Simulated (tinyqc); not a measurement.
Lateral field, substrate current, probability of reaching the oxide barrier and hot-carrier lifetime of a silicon transistor (pseudo-two-dimensional and lucky-electron models): one step, computed by the program tinyqc.

Local-field models: a lucky carrier gains its energy at the peak field over a path free of collisions. Voltages are magnitudes.

Question. Peak lateral field. C_ox = 3.9 eps_0/t; F_sat = 2 v_s/mu; V_Dsat = V_ov F_sat L/(V_ov + F_sat L), V_ov = V_G - V_T; I_D/W = C_ox v_s (V_ov - V_Dsat). Scale length l = 0.22 t^(1/3) x_j^(1/2) (all in cm); F_m = sqrt(((V_D - V_Dsat)/l_e)^2 + F_sat^2), with l_e = l; length of the velocity-saturated region l_e ln((V_D - V_Dsat)/(l_e F_sat) + F_m/F_sat).

Inputs (values chosen for the exercise, modelled on a silicon n-channel):
```
quantity                             value                      unit
channel length L                       360                        nm
oxide thickness t                      6.9                        nm
junction depth x_j                      84                        nm
mobility mu                            290                cm^2/(V s)
saturation velocity v_s               0.89                  1e7 cm/s
threshold voltage V_T                 0.44                         V
gate voltage V_G                       1.3                         V
drain voltage V_D                      2.2                         V
ionisation prefactor A_i           1.7e+06                      1/cm
ionisation field B_i                  1.66                     MV/cm
hot-carrier mean free path lambda      7.1                        nm
oxide barrier phi_b                    3.1                        eV
interface-trap threshold phi_it        3.6                        eV
lifetime constant H                    100  s microampere/micrometre
```

Drain: abrupt.

Constants: eps_0 = 8.8541878128e-12 F/m.

Give: scale length l; peak field F_m; velocity-saturated length; energy gained over one free path, e lambda F_m.

Answer.

scale length l = 56.344 nm

peak field F_m = 287.22 kV/cm

velocity-saturated length = 125.35 nm

energy gained over one free path, e lambda F_m = 0.20393 eV

Caution: the empirical formula for l was fitted to oxides of about 15 nm or more; for thinner ones it is an extrapolation. Caution: e V_D is below phi_b or phi_it, so the available energy, not the field, limits hot carriers, and the lucky-electron formulas overstate them.
